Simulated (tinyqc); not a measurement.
From results back to parameters: Franz-Keldysh effect at a direct gap. Three cases, with inputs chosen for the exercise.

Problem. In modulation spectra the extrema of the oscillations lie at E_n = Eg + th (3 pi (n - 1/2)/4)^(2/3) (the phase constant is taken as pi/2 here), with th = (c (e Fd)^2/mr)^(1/3), mr = me mhh/(me + mhh), c = hbar^2/2m0; 1 kV/cm = 1e-5 V/angstrom. Extrema n = 2 and n = 5 are given; Eg and the field are hidden.

Constants: hbar^2/2m0 = 3.80998211 eV angstrom^2.

Case 1.

Values chosen (out of a larger set: near those of InP; not measured data): me = 0.0786 m0 (electron mass); mhh = 0.623 m0 (heavy-hole mass).

E_2 = 1.39178 eV
E_5 = 1.44339 eV

Case 2.

Values chosen (out of a larger set: near those of InP; not measured data): me = 0.077 m0 (electron mass); mhh = 0.619 m0 (heavy-hole mass).

E_2 = 1.40618 eV
E_5 = 1.49602 eV

Case 3.

Values chosen (out of a larger set: near those of GaAs; not measured data): me = 0.0657 m0 (electron mass); mhh = 0.48 m0 (heavy-hole mass).

E_2 = 1.51604 eV
E_5 = 1.57549 eV

Find: th; Eg; Fd.

Solution. E_n is linear in (3 pi (n - 1/2)/4)^(2/3): the slope is th and the intercept Eg; then e Fd = sqrt(th^3 mr/c).

Case 1.

th = 20.59 meV
Eg = 1.344 eV
Fd = 40 kV/cm

Case 2.

th = 35.85 meV
Eg = 1.323 eV
Fd = 91 kV/cm

Case 3.

th = 23.72 meV
Eg = 1.461 eV
Fd = 45 kV/cm

Computed by tinyqc, one run a case: `OMP_NUM_THREADS=1 python tinyqc.py N N+1 out.jsonl` with N = 1650332, 1650398, 1650464; one thread of a shared Intel(R) Xeon(R) Processor @ 2.30GHz, about 0.01 s a run at most.
